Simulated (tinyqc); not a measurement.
Tamm state at the end of a one-band chain: one step. The bound state. Two cases, with inputs chosen for the exercise.

Question. Amplitudes z^n solve the chain for E = -t (z + 1/z); the end site demands z = -t/D, bound if |z| < 1. Then E = D + t^2/D, weight on the end site 1 - z^2, decay length -a/ln|z|.

A half-infinite chain with site energy 0 and hopping -t, band E = -2t cos(ka); the end site has energy D. The surface Green function of the unperturbed half chain is g = (E -/+ sqrt(E^2 - 4t^2))/(2t^2), the root with |t g| <= 1 and Im g <= 0, and with the shift G = g/(1 - D g).

Give: z; E; weight on the end site; decay length of the amplitude.

Case 1.

Values chosen:
- t = 0.96 eV (hopping)
- D = 2.25 eV (shift of the end site)
- a = 3.9 angstrom (spacing)

Answer.

z = -0.4267
E = 2.6596 eV
weight on the end site = 0.8180
decay length of the amplitude = 4.579 angstrom

The state lies 0.7396 eV above the band, and its amplitude alternates in sign from site to site.

Case 2.

Values chosen:
- t = 2.09 eV (hopping)
- D = 4.08 eV (shift of the end site)
- a = 2.8 angstrom (spacing)

Answer.

z = -0.5123
E = 5.1506 eV
weight on the end site = 0.7376
decay length of the amplitude = 4.186 angstrom

The state lies 0.9706 eV above the band, and its amplitude alternates in sign from site to site.

Computed by tinyqc, one run a case: `OMP_NUM_THREADS=1 python tinyqc.py N N+1 out.jsonl` with N = 1452673, 1452761; one thread of a shared Intel(R) Xeon(R) Processor @ 2.30GHz, about 0.01 s a run at most.
